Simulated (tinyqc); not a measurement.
## Pull-up strength from the switching point

Problem. Transistor (EKV form, voltages against the body): I = 2 n b Vt^2 [F(vp - Vs) - F(vp - Vd)] from drain to source, F(v) = ln^2(1 + exp(v/(2 Vt))), vp = (Vg - VT + sg |Vd - Vs|)/n. n-channel bodies are at 0; for the p-channel device all voltages are counted down from Vdd. b in uA/V^2 gives I in uA. In an inverter In(Vg = Vd = VM) equals Ip at the switching point VM. Find bp and the current there.

Inputs (values chosen for the exercise):

| symbol | value | unit | meaning |
|---|---|---|---|
| T | 300 | K | temperature |
| Vdd | 0.7 | V | supply voltage |
| n | 1.28 |  | slope factor |
| sg | 0.116 |  | drain-induced barrier lowering |
| VTn | 0.31 | V | n-channel threshold |
| VTp | 0.29 | V | p-channel threshold (magnitude) |
| bn | 420 | uA/V^2 | gain factor of the pull-down transistor |

Constants: q = 1.602176634e-19 C, kB = 1.380649e-23 J/K, Vt = kB T/q. Results are converted to the units shown.

VM = 0.324307056 V

Answer. Ip is proportional to bp, so bp is In(VM) over the p-channel current for unit b.

bp = 130 uA/V^2
current at VM = 0.968 uA

Computed by the program tinyqc: `OMP_NUM_THREADS=1 python tinyqc.py 2340142 2340143 out.jsonl`, one thread of a shared Intel Xeon 2.30GHz, about 0.06 s for the whole run.
